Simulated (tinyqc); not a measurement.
Worked calculation (part 2 of 2): ROHF in the sto-6g basis, for BeH, spin multiplicity 2. Computed by tinyqc, a small Python program that keeps every step (integrals from PySCF). Command: `OMP_NUM_THREADS=1 python tinyqc.py 28987 28988 out.jsonl` (the two numbers bound the seeds that draw the settings). One thread of a shared host (Intel(R) Xeon(R) Processor @ 2.60GHz), about 0.1 s of CPU time with the checks.

Geometry (angstrom):
```
atom         x         y         z
Be    0.000000  0.000000  0.000000
H     0.000000  0.000000  2.369000
```

## Iteration 3: building the Fock matrix

D(alpha) after iteration 2:
```
            1Be 1s     1Be 2s    1Be 2px    1Be 2py    1Be 2pz      2H 1s
1Be 1s    1.069673  -0.274552   0.015252   0.014729   0.013062   0.023208
1Be 2s   -0.274552   1.082182  -0.064523  -0.037062  -0.051250  -0.116872
1Be 2px   0.015252  -0.064523   0.034828   0.002317   0.043916   0.167074
1Be 2py   0.014729  -0.037062   0.002317   0.001298   0.001905   0.004556
1Be 2pz   0.013062  -0.051250   0.043916   0.001905   0.056320   0.216698
2H 1s     0.023208  -0.116872   0.167074   0.004556   0.216698   0.840040
```

D(beta) after iteration 2:
```
            1Be 1s     1Be 2s    1Be 2px    1Be 2py    1Be 2pz      2H 1s
1Be 1s    1.019893  -0.086390  -0.018954   0.008190  -0.026171  -0.115908
1Be 2s   -0.086390   0.370964   0.064769  -0.012345   0.097045   0.408959
1Be 2px  -0.018954   0.064769   0.011323  -0.002176   0.016957   0.071483
1Be 2py   0.008190  -0.012345  -0.002176   0.000439  -0.003248  -0.013719
1Be 2pz  -0.026171   0.097045   0.016957  -0.003248   0.025400   0.107058
2H 1s    -0.115908   0.408959   0.071483  -0.013719   0.107058   0.451272
```

core Hamiltonian H = T + V (hartree):
```
            1Be 1s     1Be 2s    1Be 2px    1Be 2py    1Be 2pz      2H 1s
1Be 1s   -8.169414  -1.915024   0.000000   0.000000  -0.006065  -0.052927
1Be 2s   -1.915024  -2.302734   0.000000   0.000000  -0.061551  -0.294471
1Be 2px   0.000000   0.000000  -1.849493   0.000000   0.000000   0.000000
1Be 2py   0.000000   0.000000   0.000000  -1.849493   0.000000   0.000000
1Be 2pz  -0.006065  -0.061551   0.000000   0.000000  -1.885476  -0.383956
2H 1s    -0.052927  -0.294471   0.000000   0.000000  -0.383956  -1.364453
```

Two-electron integrals (ij|kl) in chemists' order, unique and non-zero (hartree):
```
(11|11) 2.299996   (21|11) 0.361879   (21|21) 0.071926   (22|11) 0.570332
(22|21) 0.139654   (22|22) 0.417773   (31|31) 0.015252   (32|31) 0.022555
(32|32) 0.092340   (33|11) 0.570332   (33|21) 0.139654   (33|22) 0.417773
(33|33) 0.450117   (41|41) 0.015252   (42|41) 0.022555   (42|42) 0.092340
(43|43) 0.024258   (44|11) 0.570332   (44|21) 0.139654   (44|22) 0.417773
(44|33) 0.401601   (44|44) 0.450117   (51|51) 0.015252   (52|51) 0.022555
(52|52) 0.092340   (53|53) 0.024258   (54|54) 0.024258   (55|11) 0.570332
(55|21) 0.139654   (55|22) 0.417773   (55|33) 0.401601   (55|44) 0.401601
(55|55) 0.450117   (61|11) 0.009898   (61|21) 0.001925   (61|22) 0.003773
(61|33) 0.003742   (61|44) 0.003742   (61|51) 0.000193   (61|52) 0.000390
(61|55) 0.003836   (61|61) 0.000055   (62|11) 0.050119   (62|21) 0.012624
(62|22) 0.044857   (62|33) 0.043010   (62|44) 0.043010   (62|51) 0.001588
(62|52) 0.011789   (62|55) 0.048550   (62|61) 0.000380   (62|62) 0.010080
(63|31) 0.000795   (63|32) 0.004394   (63|53) 0.001650   (63|63) 0.000572
(64|41) 0.000795   (64|42) 0.004394   (64|54) 0.001650   (64|64) 0.000572
(65|11) 0.064248   (65|21) 0.016293   (65|22) 0.059702   (65|33) 0.056552
(65|44) 0.056552   (65|51) 0.002499   (65|52) 0.018265   (65|55) 0.066001
(65|61) 0.000503   (65|62) 0.014866   (65|65) 0.022150   (66|11) 0.223349
(66|21) 0.056896   (66|22) 0.221731   (66|33) 0.210634   (66|44) 0.210634
(66|51) 0.006052   (66|52) 0.059846   (66|55) 0.243925   (66|61) 0.001705
(66|62) 0.073146   (66|65) 0.112121   (66|66) 0.774999
```

nuclear repulsion = 0.89350310 hartree

J_ij = sum D_kl (ij|kl) with D = D(alpha) + D(beta), K_ij = sum D_kl (ik|jl) for each spin; F = H + J - K(s); E = tr D H + tr D J / 2 - 0.5 sum_s tr D(s) K(s) + E_nn.

Coulomb J (hartree):
```
            1Be 1s     1Be 2s   1Be 2px    1Be 2py    1Be 2pz      2H 1s
1Be 1s    5.804910   1.016324  0.000277  -0.001544   0.011991   0.028038
1Be 2s    1.016324   2.102651  0.001975  -0.008171   0.103787   0.277760
1Be 2px   0.000277   0.001975  2.085352   0.000007   0.003741   0.000470
1Be 2py  -0.001544  -0.008171  0.000007   2.083198  -0.000095  -0.000413
1Be 2pz   0.011991   0.103787  0.003741  -0.000095   2.139404   0.386671
2H 1s     0.028038   0.277760  0.000470  -0.000413   0.386671   1.898959
```

exchange K(alpha) (hartree):
```
            1Be 1s     1Be 2s    1Be 2px    1Be 2py    1Be 2pz      2H 1s
1Be 1s    2.340921   0.364015  -0.000777   0.002634   0.000676   0.011398
1Be 2s    0.364015   0.464574  -0.022520  -0.016301  -0.004998   0.095714
1Be 2px  -0.000777  -0.022520   0.121137   0.000987   0.028426   0.034853
1Be 2py   0.002634  -0.016301   0.000987   0.106858   0.001077  -0.000617
1Be 2pz   0.000676  -0.004998   0.028426   0.001077   0.173143   0.156121
2H 1s     0.011398   0.095714   0.034853  -0.000617   0.156121   0.693119
```

exchange K(beta) (hartree):
```
            1Be 1s     1Be 2s    1Be 2px    1Be 2py    1Be 2pz      2H 1s
1Be 1s    2.309818   0.367295  -0.000269   0.002731   0.000675   0.009404
1Be 2s    0.367295   0.248474   0.033354  -0.005619   0.086284   0.153373
1Be 2px  -0.000269   0.033354   0.055658  -0.000927   0.011382   0.019069
1Be 2py   0.002731  -0.005619  -0.000927   0.051022  -0.002182  -0.003635
1Be 2pz   0.000675   0.086284   0.011382  -0.002182   0.096118   0.121290
2H 1s     0.009404   0.153373   0.019069  -0.003635   0.121290   0.440332
```

F(alpha) (hartree):
```
            1Be 1s     1Be 2s    1Be 2px    1Be 2py    1Be 2pz      2H 1s
1Be 1s   -4.705425  -1.262714   0.001054  -0.004178   0.005249  -0.036287
1Be 2s   -1.262714  -0.664658   0.024495   0.008130   0.047234  -0.112425
1Be 2px   0.001054   0.024495   0.114722  -0.000980  -0.024685  -0.034384
1Be 2py  -0.004178   0.008130  -0.000980   0.126846  -0.001172   0.000204
1Be 2pz   0.005249   0.047234  -0.024685  -0.001172   0.080785  -0.153406
2H 1s    -0.036287  -0.112425  -0.034384   0.000204  -0.153406  -0.158613
```

F(beta) (hartree):
```
            1Be 1s     1Be 2s    1Be 2px    1Be 2py    1Be 2pz      2H 1s
1Be 1s   -4.674322  -1.265995   0.000546  -0.004275   0.005251  -0.034292
1Be 2s   -1.265995  -0.448557  -0.031379  -0.002552  -0.044048  -0.170084
1Be 2px   0.000546  -0.031379   0.180201   0.000933  -0.007641  -0.018599
1Be 2py  -0.004275  -0.002552   0.000933   0.182682   0.002086   0.003222
1Be 2pz   0.005251  -0.044048  -0.007641   0.002086   0.157810  -0.118575
2H 1s    -0.034292  -0.170084  -0.018599   0.003222  -0.118575   0.094174
```

total energy of this density = -14.87743108 hartree

## Iteration 3: Roothaan effective Fock matrix

overlap S:
```
           1Be 1s    1Be 2s   1Be 2px   1Be 2py   1Be 2pz     2H 1s
1Be 1s   1.000000  0.254764  0.000000  0.000000  0.000000  0.006969
1Be 2s   0.254764  1.000000  0.000000  0.000000  0.000000  0.148980
1Be 2px  0.000000  0.000000  1.000000  0.000000  0.000000  0.000000
1Be 2py  0.000000  0.000000  0.000000  1.000000  0.000000  0.000000
1Be 2pz  0.000000  0.000000  0.000000  0.000000  1.000000  0.207779
2H 1s    0.006969  0.148980  0.000000  0.000000  0.207779  1.000000
```

With projectors Pc = D(beta) S, Po = (D(alpha) - D(beta)) S, Pv = 1 - D(alpha) S, the block xy is Px^T F Py; with Fc = (F(alpha) + F(beta))/2, the blocks are Fc for cc, oo, vv and cv, F(beta) for co and F(alpha) for ov.

effective F (hartree):
```
            1Be 1s     1Be 2s    1Be 2px    1Be 2py    1Be 2pz      2H 1s
1Be 1s   -4.689796  -1.266404   0.001220  -0.004156   0.006262  -0.033531
1Be 2s   -1.266404  -0.566673   0.000600   0.004100  -0.000012  -0.143101
1Be 2px   0.001220   0.000600   0.146167  -0.000390  -0.016609  -0.027487
1Be 2py  -0.004156   0.004100  -0.000390   0.154671   0.000135   0.001107
1Be 2pz   0.006262  -0.000012  -0.016609   0.000135   0.122663  -0.130512
2H 1s    -0.033531  -0.143101  -0.027487   0.001107  -0.130512  -0.023356
```

## Iteration 3: diagonalisation and new density

X:
```
                 1          2         3          4          5         6
1Be 1s   -0.600034   0.555790  0.000000   0.000000  -0.460383  0.435534
1Be 2s    0.764580  -0.352241  0.000000   0.000000  -0.304216  0.542909
1Be 2px   0.000000   0.000000  0.131907   0.991262   0.000000  0.000000
1Be 2py   0.000000   0.000000  0.991262  -0.131907   0.000000  0.000000
1Be 2pz   0.395084   0.681515  0.000000   0.000000   0.589117  0.280412
2H 1s    -0.603929  -0.552307  0.000000   0.000000   0.457667  0.438046
```

Diagonalise F' = X^T F X, C = X C', fill 3 alpha and 2 beta electrons from the bottom; D(s) = C_occ C_occ^T. Each column has its largest component positive (the first on a tie).

F' = X^T F X (hartree):
```
           1          2          3          4          5          6
1  -0.680014   1.047185   0.006258   0.009019  -0.971119   1.017146
2   1.047185  -0.905393  -0.003665   0.004855   1.187011  -1.136652
3   0.006258  -0.003665   0.154421  -0.001488  -0.001807  -0.001159
4   0.009019   0.004855  -0.001488   0.146417  -0.023072  -0.015826
5  -0.971119   1.187011  -0.001807  -0.023072  -1.383304   1.467820
6   1.017146  -1.136652  -0.001159  -0.015826   1.467820  -1.761762
```

orbital energies (hartree): MO1 -4.691053, MO2 -0.278987, MO3 -0.037401, MO4 0.150373, MO5 0.154767, MO6 0.272666

coefficients C:
```
               MO1        MO2        MO3        MO4        MO5        MO6
1Be 1s    0.995429  -0.247883   0.119850  -0.009405  -0.003819  -0.061593
1Be 2s    0.017437   0.905839  -0.458654   0.037204   0.010719   0.251481
1Be 2px  -0.000266   0.024804   0.148639   0.985344  -0.069781   0.038965
1Be 2py   0.000839  -0.011835   0.008453   0.069457   0.997465   0.005199
1Be 2pz  -0.000994   0.068371   0.524959  -0.115230  -0.000135   0.867587
2H 1s    -0.001720   0.351293   0.670644  -0.081741   0.007831  -0.700856
```

D(alpha) after iteration 3:
```
            1Be 1s     1Be 2s    1Be 2px    1Be 2py    1Be 2pz      2H 1s
1Be 1s    1.066689  -0.262154   0.011401   0.004783   0.044979  -0.008414
1Be 2s   -0.262154   1.031212  -0.045710  -0.014583  -0.178858   0.010592
1Be 2px   0.011401  -0.045710   0.022709   0.000963   0.079726   0.108398
1Be 2py   0.004783  -0.014583   0.000963   0.000212   0.003628   0.001510
1Be 2pz   0.044979  -0.178858   0.079726   0.003628   0.280257   0.376081
2H 1s    -0.008414   0.010592   0.108398   0.001510   0.376081   0.573173
```

D(beta) after iteration 3:
```
            1Be 1s     1Be 2s    1Be 2px    1Be 2py    1Be 2pz      2H 1s
1Be 1s    1.052325  -0.207185  -0.006414   0.003769  -0.017938  -0.088791
1Be 2s   -0.207185   0.820849   0.022464  -0.010706   0.061916   0.318185
1Be 2px  -0.006414   0.022464   0.000615  -0.000294   0.001696   0.008714
1Be 2py   0.003769  -0.010706  -0.000294   0.000141  -0.000810  -0.004159
1Be 2pz  -0.017938   0.061916   0.001696  -0.000810   0.004676   0.024020
2H 1s    -0.088791   0.318185   0.008714  -0.004159   0.024020   0.123410
```

## Convergence

Stop when the energy changes by less than 1e-10 hartree and every element of the error matrix X^T (F D S - S D F) X is below 3e-06.

Course of the cycle:
```
iteration   E (hartree)     change  largest element of the error matrix
1           -7.43521763          -                             1.70e+00
2          -14.78812348  -7.35e+00                             1.82e-01
3          -14.87743108  -8.93e-02                             9.58e-02
4          -14.91474862  -3.73e-02                             7.20e-02
5          -14.92806589  -1.33e-02                             5.53e-02
6          -14.94241888  -1.44e-02                             4.90e-02
7          -14.95730443  -1.49e-02                             2.97e-02
8          -14.96912128  -1.18e-02                             2.44e-02
9          -14.97217119  -3.05e-03                             7.91e-03
10         -14.97229422  -1.23e-04                             6.23e-03
11         -14.97233105  -3.68e-05                             5.61e-03
12         -14.97238243  -5.14e-05                             4.56e-03
13         -14.97240407  -2.16e-05                             4.04e-03
14         -14.97242913  -2.51e-05                             3.32e-03
...                 ...        ...                                  ...
43         -14.97248221  -2.08e-09                             3.42e-05
44         -14.97248221  -1.52e-09                             2.92e-05
45         -14.97248222  -1.11e-09                             2.49e-05
46         -14.97248222  -8.09e-10                             2.13e-05
47         -14.97248222  -5.88e-10                             1.82e-05
48         -14.97248222  -4.30e-10                             1.55e-05
49         -14.97248222  -3.13e-10                             1.32e-05
50         -14.97248222  -2.28e-10                             1.13e-05
51         -14.97248222  -1.66e-10                             9.65e-06
52         -14.97248222  -1.21e-10                             8.24e-06
53         -14.97248222  -8.82e-11                             7.03e-06
54         -14.97248222  -6.44e-11                             6.00e-06
55         -14.97248222  -4.69e-11                             5.12e-06
56         -14.97248222  -3.42e-11                             4.37e-06
```

PySCF ROHF in the same basis = -14.97248222 hartree

Not converged within the cap of 56 iterations: the residual falls steadily but slowly, by a factor of about 0.85 a step. Reruns (cap 100 unless said): DIIS 8: not converged; atomic densities as start, DIIS 8: converged in 12; the original settings with a cap of 400: converged in 59.
